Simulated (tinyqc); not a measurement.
What each parameter does: band edges of strained Si(1-x)Ge(x) on relaxed Si(1-y)Ge(y).

Values are linear in the Ge fraction but for ED(x) = linear - CD x (1 - x) and a(x) = linear - Ca x (1 - x). Energies are on the common scale of Ev.

Coherent growth on a (110) face: e_par = (a(y) - a(x))/a(x), e_perp = -(C11 + 3 C12 - 2 C44)/(C11 + C12 + 2 C44) e_par; exx = eyy = (e_par + e_perp)/2, ezz = e_par, exy = (e_perp - e_par)/2, eyz = ezx = 0.

A valley with unit axis u lies at Ev + gap + (av + a_valley) tr(e) + Xu (u.e.u - tr(e)/3); the Delta axes are x, y, z and the L axes [111], [1-1-1], [-11-1], [-1-11]. The second-order shift of the Delta valleys under shear is left out; it lowers the pair normal to the sheared plane by tens of meV at a shear of 1 %.

Valence edges: Ev plus the levels of the 6 x 6 matrix of X, Y, Z times spin with -Dso/3 + l exx + m (eyy + ezz) on the diagonal (cyclic), n exy off it, l = av + 2 b, m = av - b, n = sqrt(3) d. Spin-orbit term (Dso/3) L.sigma on X, Y, Z with (L_k)_ij = -i epsilon_kij: <X+|H|Y+> = -i Dso/3, <X+|H|Z-> = Dso/3, <Y+|H|Z-> = -i Dso/3, <Z+|H|X-> = -Dso/3, <Z+|H|Y-> = i Dso/3, <X-|H|Y-> = i Dso/3, and their conjugates; + and - are the spin along z.

Parameters, chosen for this exercise (end members near Si and Ge, in this order; the results hold for these values, not for the real material):

| symbol | value | unit | meaning |
|---|---|---|---|
| a | (5.436, 5.652) | angstrom | lattice constant |
| Dso | (0.044, 0.29) | eV | spin-orbit splitting |
| av | (2.47, 1.23) | eV | valence hydrostatic potential |
| b | (-2.11, -2.58) | eV | tetragonal shear potential |
| d | (-4.77, -5.29) | eV | trigonal shear potential |
| C11 | (166.1, 130.1) | GPa |  |
| C12 | (63.4, 47.8) | GPa |  |
| C44 | (79.9, 66.1) | GPa |  |
| Ev | (0, 0.7) | eV | top of the unstrained valence band |
| ED | (1.174, 0.94) | eV | gap to the Delta valleys |
| EL | (2.04, 0.747) | eV | gap to the L valleys |
| aD | (1.84, 1.2) | eV | hydrostatic potential of the Delta gap |
| aL | (-3.19, -2.84) | eV | hydrostatic potential of the L gap |
| XuD | (9.12, 9.26) | eV | uniaxial potential, Delta |
| XuL | (15.8, 14.92) | eV | uniaxial potential, L |
| CD | 0.227 | eV | bowing of the Delta gap |
| Ca | 0.028 | angstrom | bowing of the lattice constant |
| face | 110 |  | growth face |
| x | 1 |  | Ge fraction of the layer |
| y | 0.89 |  | Ge fraction of the relaxed buffer |

dEc = Ec(buffer) - Ec(layer), dEv = Ev(layer) - Ev(buffer); buffer edges Ev(y) and Ev(y) + min(ED, EL).

Results for these values:

| case | gap (eV) | valence splitting (meV) | dEc (eV) | dEv (eV) |
|---|---|---|---|---|
| base | 0.7135 | 37.3 | 0.0875 | 0.0882 |

What happens to each result for y = 0.92, all else kept?

Answer: gap rises from 0.7135 to 0.7226; valence splitting falls from 37.3 to 27.8; dEc falls from 0.0875 to 0.0637; dEv falls from 0.0882 to 0.0642.

The same for each parameter in turn:

| case | gap (eV) | valence splitting (meV) | dEc (eV) | dEv (eV) |
|---|---|---|---|---|
| base | 0.7135 | 37.3 | 0.0875 | 0.0882 |
| x = 0.97 | 0.7615 | 27.6 | 0.0638 | 0.0639 |
| y = 0.92 | 0.7226 | 27.8 | 0.0637 | 0.0642 |
| CD = 0.277 eV | 0.7135 | 37.3 | 0.0875 | 0.0882 |
| d = (-5.485, -6.084) eV | 0.7110 | 41.6 | 0.0875 | 0.0908 |
| XuD = (10.488, 10.649) eV | 0.7135 | 37.3 | 0.0875 | 0.0882 |
| Ev = (0, 0.805) eV | 0.7135 | 37.3 | 0.0760 | 0.0998 |
| b = (-2.426, -2.967) eV | 0.7129 | 38.3 | 0.0875 | 0.0888 |
| aD = (2.116, 1.38) eV | 0.7135 | 37.3 | 0.0875 | 0.0882 |

The lowest valleys of the layer are L2, so among the conduction-band potentials only those of that family reach the gap and dEc; the buffer is unstrained. A shift large enough to swap the lowest family would change that.

(tinyqc, `OMP_NUM_THREADS=1 python tinyqc.py 1080855 1080856 out.jsonl`, Intel(R) Xeon(R) Processor @ 2.30GHz, 1 thread, shared host, about 0.01 s.)
